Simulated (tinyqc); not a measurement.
# Ballistic transport through the one-dimensional subbands of a rectangular nanowire or nanosheet channel, step by step

A worked calculation. Computed by tinyqc, a small Python program that keeps every step. Command: `OMP_NUM_THREADS=1 python tinyqc.py 3023463 3023464 out.jsonl wire walk`. One thread of a shared host (Intel(R) Xeon(R) Processor @ 2.30GHz), about 0.02 s of CPU time with the checks. Intermediate numbers are printed to about 5 digits and carried at full precision; extremes and crossings named in words are read from the listed rows.

Hard walls, parabolic subbands, transport along x. Energies are counted from the bulk conduction band edge at the top of the barrier, which the gate pulls down by U; the source Fermi level lies at the bulk edge when U = 0.

Inputs (values chosen for the exercise, modelled on GaAs):
```
quantity                                   value  unit
mass m                                     0.067   m_0
height a                                     5.7    nm
width b                                      7.9    nm
equivalent oxide thickness t                 2.3    nm
gate voltage above flat band V_G            0.48     V
drain voltage V_D                           0.05     V
temperature T                                300     K
mean free path for back-scattering lambda     52    nm
channel length L                             8.8    nm
```

Valleys: single isotropic valley.

Constants: hbar^2/(2 m_0) = 3.80998212 eV angstrom^2; k_B = 8.617333262e-05 eV/K; m_0 = 9.1093837015e-31 kg; k_B = 1.380649e-23 J/K; hbar = 1.054571817e-34 J s; eps_0 = 8.8541878128e-12 F/m; e = 1.602176634e-19 C; h = 6.62607015e-34 J s.

## Subbands

E_pq = (hbar^2 pi^2/2)(p^2/(m_y b^2) + q^2/(m_z a^2)); m_x = m_y = m_z = m, degeneracy g = 1; the 10 lowest subbands are kept.

Subbands:
```
valley axis  p  q  E (meV)  m_x (m_0)
-            1  1    262.7      0.067
-            2  1    532.5      0.067
-            1  2    780.9      0.067
-            3  1    982.1      0.067
-            2  2   1050.7      0.067
-            3  2   1500.3      0.067
-            4  1   1611.6      0.067
-            1  3   1644.6      0.067
-            2  3   1914.4      0.067
-            4  2   2129.8      0.067
```

The second subband lies 269.8 meV, or 10.44 k_B T, above the first. Caution: confinement energies this large call for non-parabolicity and barrier penetration, which lower the subbands and raise the mass.

## Self-consistent barrier

F_j(eta) = (1/Gamma(j + 1)) int_0^infinity x^j/(1 + exp(x - eta)) dx, F_0 = ln(1 + exp(eta)). Integrals over x = E/(k_B T) use 160 Gauss-Legendre points in u = sqrt(x) from 0 to sqrt(max(eta, 0) + 32). With degeneracy g = 1, eta_i = (U - E_i)/(k_B T) and u = e V_D/(k_B T): line density n = sum_i g sqrt(2 m_x k_B T/pi)/(2 hbar) [F_-1/2(eta_i) + F_-1/2(eta_i - u)]; gate: e n = C_ox (V_G - U/e), C_ox = 3.9 eps_0 2 (a + b)/t (flat-plate estimate); I = (2 e k_B T/h) sum_i g [F_0(eta_i) - F_0(eta_i - u)].

C_ox = 408.37 aF/micrometre

U = 382.68 meV

Occupation:
```
subband    eta_i  n_i (1/nm)  I_i (microampere)
1          4.642  2.4785e-01         3.7640e+00
2         -5.794  2.0938e-04         5.2124e-03
3        -15.404  1.4064e-08         3.5005e-07
4        -23.186  5.8637e-12         1.4595e-10
5        -25.839  4.1300e-13         1.0280e-11
6        -43.232  1.1544e-20         2.8733e-19
7        -47.536  1.5600e-22         3.8829e-21
8        -48.814  4.3492e-23         1.0825e-21
9        -59.249  1.2772e-27         3.1789e-26
10       -67.582  3.0712e-31         7.6443e-30
```

line density n = 0.24806 1/nm

ballistic current I = 3.7692 microampere

mean velocity I/(e n) = 0.94840 1e7 cm/s

1 of the subbands lie below the source Fermi level; the lowest carries 100 % of the current with 100 % of the charge. The gate spends 80 % of V_G on moving the bands.

## Conductance, capacitance and scattering

Linear conductance G = (2 e^2/h) sum_i g f(eta_i), g = 1, f = 1/(1 + exp(-eta_i)), with the barrier frozen at the eta_i above; current per perimeter I/(2(a + b)); with scattering, transmission lambda/(lambda + L) and low-bias resistance (1 + L/lambda)/G.

open modes sum g f = 0.99349

ballistic conductance = 76.977 microsiemens

current per perimeter = 138.57 microampere/micrometre

transmission = 0.85526

low-bias resistance with scattering = 15.189 kiloohm

Even without scattering the wire has h/(2 e^2 M) = 12.99 kiloohm, which sits in the contacts.

## Gate sweep

Open modes are sum_i g/(1 + exp(-eta_i)). The last column is e dn/dV_G over C_ox, taken up to the next row.

Against the gate voltage:
```
V_G (V)  U (meV)    n (1/nm)  I (microampere)  open modes    C_g/C_ox
-0.037    -37.00  6.3625e-07       1.5836e-05  9.2421e-06  1.1687e-04
0.063      62.99  3.0426e-05       7.5732e-04  4.4189e-04  8.7413e-03
0.180     178.97  2.6372e-03       6.5783e-02  3.7768e-02  2.0528e-01
0.310     282.28  7.0658e-02       1.7501e+00  6.8109e-01  4.1425e-01
0.410     340.85  1.7624e-01       3.3897e+00  9.5426e-01  3.8023e-01
0.540     421.42  3.0223e-01       3.8719e+00  1.0113e+00  3.4162e-01
0.680     513.60  4.2413e-01       4.5267e+00  1.3253e+00  4.7727e-01
0.840     597.24  6.1877e-01       7.0101e+00  1.9254e+00  4.8303e-01
1.000     679.95  8.1576e-01       7.7433e+00  2.0164e+00  4.6133e-01
1.200     787.68  1.0509e+00       9.0721e+00  2.5658e+00           -
```

Between the first two rows the current rises one decade per 60 mV, against the limit ln(10) k_B T/e = 60 mV. Above threshold C_g/C_ox lies between 0.34 and 0.48: the quantum capacitance in series costs much, since the density of states of these subbands is small. It dips where a subband has filled past its van Hove peak and recovers when the next one opens or the drain starts to fill the band.

Checks made by the program: density of the lowest subband against a direct sum over k (relative difference 1e-09).
